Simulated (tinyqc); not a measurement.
One-dimensional ballistic tunnel FET, two-band WKB: one step of the calculation.

A p-type source for x < 0 with its Fermi level at 0 and its valence edge at ds; in the channel the bands fall as D exp(-x/lam) towards their flat values, with the conduction edge at Ec = ds - dP and D = dP + Eg. The gate moves dP one to one. The drain Fermi level lies at -Vd and the drain side reflects nothing. For w = E - Ec between 0 and dP an electron crosses the gap. Two-band dispersion with equal masses m: inside the gap kappa = sqrt(m u (1 - u/Eg)/C), u the distance from a band edge, C = hbar^2/(2 m0).

Question. The exponent in closed form. S(w) = 2 lam int_0^Eg kappa(u) du/(w + Eg - u) = 2 pi lam sqrt(m/(C Eg)) [w + Eg/2 - sqrt(w (w + Eg))], T(w) = exp(-S). The common triangular estimate is S = (4/3) lam sqrt(m/C) Eg^1.5/(dP + Eg) for all w.

Inputs (values chosen for the exercise); band and dielectric values close to those of germanium: band gap Eg = 0.667 eV; band-edge mass of the two-band model m = 0.052 m0; screening length of the source junction lam = 1.8 nm; tunnelling window Ev(source) - Ec(channel) dP = 0.2 eV; energy above the channel conduction edge w0 = 0.071 eV.

Constants: q = 1.602176634e-19 C, hbar = 1.054571817e-34 J s, m0 = 9.1093837015e-31 kg, hbar^2/(2 m0) = 0.0380998212 eV nm^2. Results are converted to the units shown.

Find: S(w0); T(w0); triangular S.

Answer.

S(w0) = 2.841
T(w0) = 0.05838
triangular S = 1.762

Range of the model: The two-band model describes a direct gap; phonon-assisted tunnelling across an indirect gap is left out.

tinyqc, about 0.01 s, one thread, Intel Xeon 2.30GHz (shared host): `OMP_NUM_THREADS=1 python tinyqc.py 2620037 2620038 out.jsonl`
